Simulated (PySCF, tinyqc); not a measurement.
Worked calculation: CID on RHF in the sto-6g basis, for H2, spin multiplicity 1. The lowest restricted solution is unstable here: a spin-polarised one lies 0.0000 hartree lower (PySCF). One step of it, computed by the program tinyqc.

Problem. Iteration 2 (converged): orbitals. Diagonalise F' = X^T F X, C = X C', fill 1 alpha and 1 beta electrons from the bottom; D = 2 C_occ C_occ^T. Each column has its largest component positive (the first on a tie).

converged F (hartree):
```
           1H 1s      2H 1s
1H 1s  -0.206045  -0.418883
2H 1s  -0.418883  -0.206045
```

X:
```
           1H 1s      2H 1s
1H 1s   1.072653  -0.230970
2H 1s  -0.230970   1.072653
```

Give: F' = X^T F X; orbital energies; coefficients C; D after iteration 2.

Solution.

F' = X^T F X (hartree):
```
        1       2
1  -0.041  -0.402
2  -0.402  -0.041
```

orbital energies (hartree): MO1 -0.443, MO2 0.362

coefficients C:
```
         MO1     MO2
1H 1s  0.595   0.922
2H 1s  0.595  -0.922
```

D after iteration 2:
```
       1H 1s  2H 1s
1H 1s  0.708  0.708
2H 1s  0.708  0.708
```
